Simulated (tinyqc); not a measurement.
# Magnetoresistance against angle

Conductance G = G0 (1 + P1 P2 cos(phi)) at low bias, phi the angle between the magnetisations, normalised to Rp = RA/area at phi = 0.

Parameters, values chosen for the exercise: diameter Dm = 29 nm; spin polarisation of the reference layer P1 = 0.59; spin polarisation of the free layer P2 = 0.63; resistance-area product, parallel state RA = 9.4 ohm um^2.

Results:

| phi (degree) | R (kohm) | R/Rp - 1 (%) | share of the full TMR (%) |
|---|---|---|---|
| 0 | 14.231 | 0 | 0 |
| 20 | 14.468 | 1.6613 | 1.4041 |
| 45 | 15.458 | 8.6210 | 7.2862 |
| 70 | 17.319 | 21.699 | 18.339 |
| 90 | 19.521 | 37.170 | 31.415 |
| 110 | 22.364 | 57.148 | 48.300 |
| 135 | 26.481 | 86.077 | 72.750 |
| 180 | 31.069 | 118.32 | 100.00 |

Estimate the missing row, phi = 160 degree.

Computed row:

| phi (degree) | R (kohm) | R/Rp - 1 (%) | share of the full TMR (%) |
|---|---|---|---|
| 160 | 29.999 | 110.80 | 93.644 |

With this row back in the table: R rises from 14.2 to 31.1 kohm, TMR0 = 118 %. It is the conductance that follows cos(phi), so at 90 degrees R has covered only (1 - P1 P2)/2 = 31.4 % of its range.

Numbers from tinyqc (`OMP_NUM_THREADS=1 python tinyqc.py 2450040 2450041 out.jsonl`; about 0.01 s on one thread of a shared Intel Xeon 2.30GHz).
